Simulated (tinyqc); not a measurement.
Worked calculation: q-state Potts model on a small periodic square lattice: enumeration, Metropolis, heat-bath and Wolff steps. Computed by tinyqc, a small Python program that keeps every step. Command: `OMP_NUM_THREADS=1 python tinyqc.py 3110656 3110657 out.jsonl potts walk`. One thread of a shared host (Intel(R) Xeon(R) Processor @ 2.30GHz), about 0.08 s of CPU time with the checks. Intermediate numbers are printed to about 6 digits and carried at full precision; extremes and crossings named in words are read from the listed rows.

E = -J x (number of nearest-neighbour bonds with equal states); n x n sites with periodic edges have 2 n^2 bonds. Order parameter m = (q f - 1)/(q - 1), f being the largest share of one state. Sites are numbered row by row from 0. Here q = 3 and n = 3.

Inputs (values chosen for the exercise, for a model of domains or grain orientations):

| quantity | value | unit |
|---|---|---|
| number of states q | 3 | - |
| edge n | 3 | - |
| coupling J | 26 | meV |
| temperature T | 345 | K |
| seed | 569938 | - |

Update: heat bath.

Constants: k_B = 8.617333262e-05 eV/K.

## Scales

K = J/(k_B T); the infinite square lattice orders at K_c = ln(1 + sqrt(q)); Wolff bond probability p = 1 - exp(-K).

K = 0.874543

K_c = 1.00505

T_c of the infinite lattice = 300.201 K

p = 0.582948

## Density of states

All q^(n^2) states are counted by their number b of equal bonds; weights g(b) exp(K b), K = J/(k_B T). Per site: u = -J <b>/n^2, c/k_B = K^2 (<b^2> - <b>^2)/n^2.

States by number of equal bonds:

| b | g(b) | probability |
|---|---|---|
| 0 | 12 | 2.36060e-07 |
| 2 | 540 | 6.10737e-05 |
| 3 | 936 | 2.53832e-04 |
| 4 | 3240 | 2.10681e-03 |
| 5 | 3996 | 6.23038e-03 |
| 6 | 3348 | 1.25165e-02 |
| 7 | 3240 | 2.90437e-02 |
| 8 | 2592 | 5.57124e-02 |
| 9 | 660 | 3.40150e-02 |
| 10 | 810 | 1.00097e-01 |
| 11 | 108 | 3.20014e-02 |
| 12 | 144 | 1.02310e-01 |
| 14 | 54 | 2.20580e-01 |
| 18 | 3 | 4.05072e-01 |

The most probable level has b = 18 of 18 bonds.

## Exact averages

ln Z = ln sum g(b) exp(K b); entropy per site s/k_B = (ln Z - K <b>)/n^2.

<b> = 14.0308

energy u = -40.5335 meV/site

heat capacity c = 1.24192 k_B/site

entropy s = 0.608170 k_B/site

## Order parameter

The same sums with m: <m> and the Binder ratio U = 1 - <m^4>/(3 <m^2>^2).

<m> = 0.768500

Binder ratio U = 0.577051

## Eight single-site steps

start states:
```
   1  2  3
1  1  0  2
2  0  0  0
3  1  2  1
```

random numbers, one row a step:
```
        1       2       3
1  0.5838  0.3034  0.3049
2  0.9412  0.1581  0.9920
3  0.3499  0.5051  0.6006
4  0.2882  0.4129  0.9795
5  0.7784  0.7616  0.6585
6  0.1549  0.4322  0.4757
7  0.8810  0.4868  0.4946
8  0.3542  0.9289  0.4761
```

Site = floor(r1 n^2). State c is drawn with probability exp(K k_c)/sum exp(K k), k_c the number of neighbours in state c: the first c whose cumulative probability reaches r2; r3 is not used.

Steps:

| site | old | neighbours in each state | P(old) | P(new) | new |
|---|---|---|---|---|---|
| 5 | 0 | 2 1 1 | 0.545225 | 0.545225 | 0 |
| 8 | 1 | 1 1 2 | 0.227387 | 0.227387 | 0 |
| 3 | 0 | 2 2 0 | 0.459996 | 0.459996 | 1 |
| 2 | 2 | 3 1 0 | 0.058196 | 0.802264 | 0 |
| 7 | 2 | 3 1 0 | 0.058196 | 0.802264 | 0 |
| 1 | 0 | 3 1 0 | 0.802264 | 0.802264 | 0 |
| 7 | 0 | 3 1 0 | 0.802264 | 0.802264 | 0 |
| 3 | 1 | 2 2 0 | 0.459996 | 0.080008 | 2 |

states afterwards:
```
   1  2  3
1  1  0  0
2  2  0  0
3  1  0  0
```

## A longer run and its error bar

After 400 updates are discarded, b is recorded for 4000 sweeps of n^2 steps of the update named (random numbers not printed, so these rows are one sample). Records are averaged in blocks; the error is the scatter of block means over sqrt(number of blocks), and the last column its square over that for single records.

Blocking:

| block length | mean b | error | variance ratio |
|---|---|---|---|
| 1 | 13.91525 | 0.060394 | 1.00000 |
| 4 | 13.91525 | 0.095875 | 2.52015 |
| 16 | 13.91525 | 0.126913 | 4.41599 |
| 40 | 13.91525 | 0.133299 | 4.87156 |
| 100 | 13.91525 | 0.148811 | 6.07129 |

The run gives 13.915 +/- 0.133 (blocks of 40) against the exact 14.031, a difference of 0.9 error bars. Single records understate the error by a factor of about 2.2, because successive records are correlated.

## Across the transition

m and U = 1 - <m^4>/(3 <m^2>^2) from the same sums; K = K_c T_c/T.

Exact values for this lattice:

| T/T_c | share of equal bonds | c (k_B/site) | <m> | U |
|---|---|---|---|---|
| 0.50 | 0.998601 | 0.04719 | 0.998909 | 0.666444 |
| 0.70 | 0.982993 | 0.32242 | 0.985444 | 0.663094 |
| 0.85 | 0.943806 | 0.75234 | 0.947663 | 0.651693 |
| 0.95 | 0.898668 | 1.05149 | 0.900833 | 0.635291 |
| 1.00 | 0.871061 | 1.16200 | 0.871111 | 0.623767 |
| 1.10 | 0.810163 | 1.25683 | 0.803462 | 0.594241 |
| 1.25 | 0.719837 | 1.12255 | 0.699092 | 0.538551 |
| 1.50 | 0.606977 | 0.69923 | 0.563549 | 0.444315 |
| 2.00 | 0.497909 | 0.26539 | 0.429633 | 0.331377 |
| 3.00 | 0.425694 | 0.07972 | 0.343875 | 0.269760 |

c is largest, 1.26 k_B, at T/T_c = 1.1: on so small a lattice the transition is a broad bump. At T_c the infinite lattice has a share (1 + 1/sqrt(q))/2 = 0.789 of equal bonds, against 0.871 here. <m> stays at 0.34 at 3 T_c, since the largest share among 9 sites always exceeds 1/q on average.

Checks made by the program: number of states (relative difference below 1e-10).
